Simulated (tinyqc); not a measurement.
# Worked calculation: front-illuminated p-i-n photodiode, quantum efficiency and bandwidth

Computed by the program tinyqc: `OMP_NUM_THREADS=1 python tinyqc.py 2250009 2250010 out.jsonl`, one thread of a shared Intel Xeon 2.30GHz, about 0.01 s for the whole run. Printed values are rounded.

Light enters through a p layer (0 to xp), a depleted layer (xp to xp + wi) and a thick n substrate, decaying as exp(-al x); one pass, no back reflection. Carriers made in the depleted layer are all collected; those in the neutral layers diffuse.

Parameters, values chosen for the exercise; values close to those of In0.53Ga0.47As at this wavelength:
- lam = 1310 nm (wavelength)
- al = 11700 1/cm (absorption coefficient)
- Rf = 0.1 (reflectance of the front face)
- eps_r = 14 (relative permittivity)
- xp = 0.17 um (thickness of the front p layer)
- wi = 0.71 um (thickness of the depleted layer)
- Dn = 40 cm^2/s (electron diffusion coefficient in the p layer)
- Ln = 9.8 um (electron diffusion length in the p layer)
- S = 2e6 cm/s (recombination velocity of the front surface)
- Lp = 37 um (hole diffusion length in the thick n substrate)
- ve = 6.93e6 cm/s (electron drift velocity)
- vh = 5.06e6 cm/s (hole drift velocity)
- dia = 74 um (diameter)
- RL = 50 ohm (load resistance)
- Cp = 50 fF (parasitic capacitance)
- f = 52 GHz (modulation frequency)

Constants: q = 1.602176634e-19 C, h = 6.62607015e-34 J s, c = 299792458 m/s, eps0 = 8.8541878128e-14 F/cm where lengths are in cm. Results are converted to the units shown.

## Quantum efficiency

k = al Ln, s = S Ln/Dn, e = exp(-al xp); front layer f1 = (k/(k^2 - 1)) {[s + k - e (s cosh(xp/Ln) + sinh(xp/Ln))]/[s sinh(xp/Ln) + cosh(xp/Ln)] - k e}; depleted layer f2 = e (1 - exp(-al wi)); substrate f3 = e exp(-al wi) al Lp/(1 + al Lp); external efficiency (1 - Rf)(f1 + f2 + f3); responsivity = efficiency q lam/(h c).

s = 49
f1 = 0.1375508
f2 = 0.4624821
f3 = 0.3490859
external efficiency = 0.8542069
responsivity = 0.9025432 A/W

The front layer absorbs 18.0 % of the light that enters and collects 76.3 % of that. Diffusion from the neutral layers makes up 51.3 % of the current.

## Response at one frequency

Drift response for pairs made in the depleted layer, a = al wi, g = 1 - exp(-a), u = 2 pi i f, te = wi/ve, th = wi/vh: electrons He = [g - a (exp(-a) - exp(-u te))/(u te - a)]/(u te g), holes Hh = [g - a (1 - exp(-a - u th))/(a + u th)]/(u th g); C = eps0 eps_r pi (dia/2)^2/wi + Cp; total |He + Hh|/sqrt(1 + (2 pi f RL C)^2), for the current of the depleted layer alone.

te = 10.24531 ps
th = 14.03162 ps
He = 0.1688057-0.3674806i
Hh = 0.0769001-0.2344656i
|He + Hh| = 0.6501620
C = 800.8821 fF
total response = 0.04954901

The drift response alone falls to 1/sqrt(2) at 46.6 GHz and the RC term alone at 3.97 GHz; together they give 3.95 GHz.
